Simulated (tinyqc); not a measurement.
# Contact resistivity and sheet resistance from two contact lengths

Problem. Rc = [sqrt(rc Rsh)/Wc] coth(Lc/(2 LT)), LT = sqrt(rc/Rsh), Wc = 25 nm; the second contact is twice as long as the first. Find LT, rc and Rsh.

Rc for Lc = 21 and 42 nm (ohm): [1273.89813, 661.817614]

Answer. With t = tanh(Lc/(2 LT)) for the shorter contact, the resistance of the longer over that of the shorter is (1 + t^2)/2. Then sqrt(rc Rsh) = Rc t Wc, and rc and Rsh follow by multiplying and dividing by LT.

LT = 52.4 nm
rc = 3.30e-9 ohm cm^2
Rsh = 120 ohm

Numbers from tinyqc (`OMP_NUM_THREADS=1 python tinyqc.py 2170016 2170017 out.jsonl`; about 0.06 s on one thread of a shared Intel Xeon 2.30GHz).
